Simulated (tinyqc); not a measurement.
What moves the minority density and the gain: heavy doping: gap narrowing, degeneracy and the minority density.

F_j(eta) = (1/Gamma(j + 1)) integral_0^infinity x^j dx/(1 + exp(x - eta)), which tends to exp(eta) for eta << 0.

Empirical narrowing (Slotboom form, constants chosen for the exercise; published fits of this form give the apparent narrowing, here it is taken as the true one): dEg = E0 [ln(N/N0) + sqrt(ln(N/N0)^2 + C)].

Majority: N = Nc F_1/2(eta), eta the distance of EF beyond the majority band edge in kT. Degeneracy factor gam = F_1/2(eta)/exp(eta). ni0^2 = Nc Nv exp(-Eg/kT); product n p = ni0^2 gam exp(dEg/kT), dEg the true narrowing; apparent narrowing dEa = dEg + kT ln gam; minority density = n p/N.

Bipolar transistor with N as emitter doping: beta = K (N/NB) exp((dEa_B + dG - dEa_E)/kT), dEa_E = dEg(N) + kT ln gam, dEa_B = dEg(NB). For the sweep in T, Nc is scaled as (T/T0)^(3/2) from its value at T0 = T.

Constants: kB = 8.617333262e-05 eV/K.

Inputs chosen for the exercise (gap and densities of states near those of Si at this temperature; narrowing constants near the fits for Si; the results hold for these values, not for the real material):
```
symbol  value     unit    meaning
Eg      1.093     eV      gap
Nc      3.5e+19   1/cm^3  conduction-band density of states
Nv      1.48e+19  1/cm^3  valence-band density of states
T       350       K
E0      7.07      meV     narrowing scale
N0      1.3e+17   1/cm^3  onset density
C       0.5               smoothing constant
N       5.6e+18   1/cm^3  ionised donors, equal to the majority density
NB      2e+18     1/cm^3  base doping
K       4.2               ratio (D_B W_E)/(D_E W_B)
dG      50        meV     extra narrowing of the base by alloying
```

All results formed anew.

One parameter was then changed.

Results before and after:
```
case,dEg (meV),dEa (meV),minority (1/cm^3),beta
base,53.67,51.97,9.46e+04,40.5
changed,63.40,60.01,6.18e+04,62.1
```

Which of these changes was made? (a) Nc = 4.55e+19 1/cm^3; (b) NB = 4e+18 1/cm^3; (c) Eg = 1.113 eV; (d) E0 = 8.484 meV; (e) N0 = 2.6e+17 1/cm^3; (f) N = 1.12e+19 1/cm^3.

Answer: (f) N = 1.12e+19 1/cm^3. Of the candidates, run in turn, only this one gives the changed row.

All candidates:
```
case,dEg (meV),dEa (meV),minority (1/cm^3),beta
base,53.67,51.97,9.46e+04,40.5
N = 1.12e+19 1/cm^3,63.40,60.01,6.18e+04,62.1
E0 = 8.484 meV,64.41,62.71,1.35e+05,36.8
N0 = 2.6e+17 1/cm^3,43.98,42.27,6.86e+04,40.7
Eg = 1.113 eV,53.67,51.97,4.88e+04,40.5
Nc = 4.55e+19 1/cm^3,53.67,52.36,1.25e+05,40.0
NB = 4e+18 1/cm^3,53.67,51.97,9.46e+04,27.9
```

tinyqc: `OMP_NUM_THREADS=1 python tinyqc.py 1652033 1652034 out.jsonl`; about 0.01 s, one thread, shared Intel(R) Xeon(R) Processor @ 2.30GHz.
